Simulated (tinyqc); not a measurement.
Worked calculation: UKS/BP86 in the sto-3g basis, for H4+, spin multiplicity 2. One step of it, computed by the program tinyqc.

Problem. Iteration 2: DIIS coefficients. Solve [B -1; -1 0][c; lambda] = [0; -1] for the coefficients, which sum to one.

B (overlaps of the stored error matrices):
$$\begin{pmatrix}
1.2987091e-03 & -1.5392795e-03 \\
-1.5392795e-03 & 2.5906560e-03
\end{pmatrix}$$

Give: DIIS coefficients.

Solution.

DIIS coefficients: [0.5927, 0.4073]
